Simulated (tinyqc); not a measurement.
Inside a calculation: metal-induced gap states at the contact of a metal chain and a two-band chain. Values are carried at full precision from step to step, so a last printed digit may differ when a step is redone from the rounded ones.

The semiconductor alternates sites A at -Eg/2 and C at +Eg/2 with hopping -t; the gap runs from -Eg/2 to Eg/2. In the gap cosh(q a) = 1 + (Eg^2/4 - E^2)/(2 t^2) and the amplitude changes by -exp(-q a) a period. The metal has site energy 0 and hopping -tm; its end site has g_m = (E - i sqrt(4 tm^2 - E^2))/(2 tm^2). Sites 1, 2, ... count into the semiconductor, with energies e1, e2 alternating. The clean half chain has g1 = 1/(E - e1 - t^2 g2), g2 = 1/(E - e2 - t^2 g1), decaying root. With the contact G11 = 1/(1/g1 - tc^2 g_m), and the density on site j is -Im G_jj/pi = |psi_j/psi_1|^2 (-Im G11/pi), per spin, with psi_2/psi_1 = -t g2, psi_3/psi_2 = -t g1.

Constants: e^2/(4 pi eps0) = 14.39964547 eV angstrom.

Parameters, chosen for this exercise (gap and optical dielectric constant near those of Si; the chain itself is a model; not measured data): Eg = 1.12 eV (gap); t = 2.49 eV (hopping in the semiconductor); a = 3.84 angstrom (period (two sites); one chain for each area a^2); E = 0.3 eV (energy from mid-gap); tm = 1.84 eV (hopping in the metal); tc = 2.26 eV (hopping across the contact); end = A (site that touches the metal); eps = 11.7 (dielectric constant).

## Decay in the gap

Form cosh(q a), l = exp(-q a), q and the decay length 1/(2q) of the density.

cosh(q a) = 1.01803
l = 0.82727
q = 0.04938 1/angstrom
xi, the decay length of the density = 10.125 angstrom

## Green functions

The decaying root is g1 = (1 - l)/(E - e1), g2 = (1 - l)/(E - e2), l = exp(-q a). Form them, g_m and G11.

g1, g2 (1/eV): [0.20085, -0.66434]

g_m = 0.04431-0.54167i 1/eV
G11 = 0.15715-0.09148i 1/eV

## Density site by site

D1 = -Im G11/pi, D2 = (t g2)^2 D1, and each further period multiplies by l^2. The sum over all sites is (D1 + D2)/(1 - l^2). The Green functions stand in the order g1, g2.

density on sites 1 to 8 (1/eV): [0.02912, 0.07968, 0.01993, 0.05453, 0.01364, 0.03732, 0.00933, 0.02554]

Ds, the density per spin summed over the semiconductor = 0.34473 1/eV

The first period holds 32 % of the gap states at this energy.

## Pinning factor

Gap states per area N = 2 Ds/a^2 (two spins). Charge in them sits a distance xi from the metal, so S = 1/(1 + 4 pi e^2 N xi/eps), e^2 meaning e^2/(4 pi eps0); S is the change of the barrier per change of the metal work function.

N = 4.676e+14 1/(eV cm^2)
4 pi e^2 N xi/eps = 7.3221
S = 0.1202

Strong pinning, near the Bardeen limit S = 0.

## Checks

- g1 from the closed form against decimation: both 0.200846.

tinyqc: `OMP_NUM_THREADS=1 python tinyqc.py 1451769 1451770 out.jsonl`; about 0.01 s, one thread, shared Intel(R) Xeon(R) Processor @ 2.30GHz.
